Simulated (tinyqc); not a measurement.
Worked calculation: lattice vibrations of a chain. One step of it, computed by the program tinyqc.

Problem. Dynamical matrix at q = 0.31. q is in units of 2 pi/a. A spring k from atom i to atom j, n cells on, adds k to Phi_ii and Phi_jj, -k exp(2 pi i q n) to Phi_ij and the conjugate to Phi_ji (for one atom a cell: 2k (1 - cos 2 pi q n)); D_ij = Phi_ij / sqrt(m_i m_j).

A chain moving along its axis:
```
atom    mass (u)  spring to the next atom (eV/angstrom^2)
1      28.800000                                 7.800000
2      94.200000                                28.700000
3     106.300000                                 8.100000
```

Give: D(q).

Solution.

D(q) (eV/(angstrom^2 u)), lower triangle (Hermitian):
```
                1        2       3
1          0.5521
2         -0.1498   0.3875
3  0.0539-0.1361i  -0.2868  0.3462
```
